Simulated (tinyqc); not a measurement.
Threshold switch as oscillator and as selector in a crossbar: one step of the calculation.

Off state: I = Ith sinh(V/V0)/sinh(Vth/V0) up to Vth. On state: V = Vh + I Ron down to the holding current Ih, at Vl = Vh + Ih Ron. Switching is instantaneous.

Task. Leakage in a crossbar. In an N x N array driven at Vs, the V/2 scheme puts Vs/2 on 2 (N - 1) cells; the V/3 scheme puts Vs/3 on all N^2 - 1 others, N - 1 of them on the selected row. Row leakage is (N - 1) I; wasted power is the number of cells times V I.

Values chosen for this exercise; values of the order of Ge-Sb-Te and related chalcogenides:
```
symbol  value  unit                              meaning
Vth       2.8     V                    threshold voltage
Ith      0.71    uA                 current at threshold
V0        0.2     V  voltage scale of the off-state sinh
N         256              rows and columns of the array
Vs       4.45     V                       supply voltage
```

Find: I at Vs/2; row leakage, V/2; wasted power, V/2; I at Vs/3; row leakage, V/3; wasted power, V/3.

Result.

I at Vs/2 = 40.055 nA
row leakage, V/2 = 10.214 uA
wasted power, V/2 = 45.453 uW
I at Vs/3 = 0.98209 nA
row leakage, V/3 = 0.25043 uA
wasted power, V/3 = 95.470 uW

The V/3 scheme cuts the row leakage by 40.8 and raises the wasted power by a factor of 2.10.

Range of the model: Delay times, drift of Vth and line resistance are left out.

Computed by the program tinyqc: `OMP_NUM_THREADS=1 python tinyqc.py 2490012 2490013 out.jsonl`, one thread of a shared Intel Xeon 2.30GHz, about 0.01 s for the whole run.
